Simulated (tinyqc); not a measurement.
# Semiconductor laser, carrier and photon rate equations: effect of the gain coefficient on threshold and bandwidth

Carrier density N and photon density S in one mode: dN/dt = F1 = eta I/(q V) - (A N + B N^2 + C N^3) - vg g S; dS/dt = F2 = G vg g S + G be B N^2 - S/tp, with g = g0 ln(N/Ntr)/(1 + ec S). Output power P = Fo Eph S V/(G tp). No heating, no carrier transport.

gth = 1/(G vg tp), Nth = Ntr exp(gth/g0), Ith = q V (A Nth + B Nth^2 + C Nth^3)/eta. N and S are the steady state (F1 = F2 = 0, S > 0). Jacobian, with a = g0/(N (1 + ec S)) and d = g/(1 + ec S): J11 = -(A + 2 B N + 3 C N^2) - vg a S, J12 = -vg d, J21 = G vg a S + 2 G be B N, J22 = G vg d - 1/tp. wR^2 = det J, gamma = -trace J, fR = wR/(2 pi); the response wR^2/(wR^2 - w^2 + i gamma w) falls to 1/sqrt(2) at w^2 = x + sqrt(x^2 + wR^4), x = wR^2 - gamma^2/2 (f3dB = w/(2 pi)).

Values chosen for this exercise:
- V = 3.1e-12 cm^3 (active volume)
- G = 0.047 (confinement factor)
- vg = 7.68e9 cm/s (group velocity)
- Ntr = 2.7e18 cm^-3 (transparency density)
- ec = 2.9e-17 cm^3 (gain compression)
- tp = 3.2 ps (photon lifetime)
- A = 9.1e7 1/s (defect recombination coefficient)
- B = 6.2e-11 cm^3/s (radiative coefficient)
- C = 2.6e-29 cm^6/s (Auger coefficient)
- be = 6.2e-5 (share of spontaneous emission into the mode)
- eta = 0.82 (injection efficiency)
- Fo = 0.55 (share of cavity losses that is output)
- Eph = 0.8 eV (photon energy)
- I = 14 mA (drive current)

Constants: q = 1.602176634e-19 C. Results are converted to the units shown.

Effect of the gain coefficient on threshold and bandwidth:

| g0 (1/cm) | Ith (mA) | P (mW) | fR (GHz) | gamma (1/ns) | f3dB (GHz) |
|---|---|---|---|---|---|
| 1100 | 4.935 | 3.035 | 4.788 | 24.41 | 6.556 |
| 1500 | 2.884 | 3.886 | 6.822 | 30.87 | 9.612 |
| 1900 | 2.132 | 4.206 | 8.429 | 35.17 | 12.06 |
| 2400 | 1.691 | 4.392 | 10.13 | 39.84 | 14.64 |
| 3100 | 1.392 | 4.518 | 12.16 | 45.99 | 17.67 |
| 4000 | 1.200 | 4.598 | 14.39 | 53.73 | 20.94 |
| 5100 | 1.077 | 4.648 | 16.74 | 63.13 | 24.33 |

As g0 goes from 1100 to 5100 1/cm, Ith falls from 4.93 to 1.08 mA, fR rises from 4.79 to 16.7 GHz, gamma rises from 24.4 to 63.1 1/ns and f3dB rises from 6.56 to 24.3 GHz. At g0 = 5100 1/cm the current exceeds 12 Ith, where heating, left out here, usually rolls the output over.

tinyqc, about 0.01 s, one thread, Intel Xeon 2.30GHz (shared host): `OMP_NUM_THREADS=1 python tinyqc.py 2840002 2840003 out.jsonl`
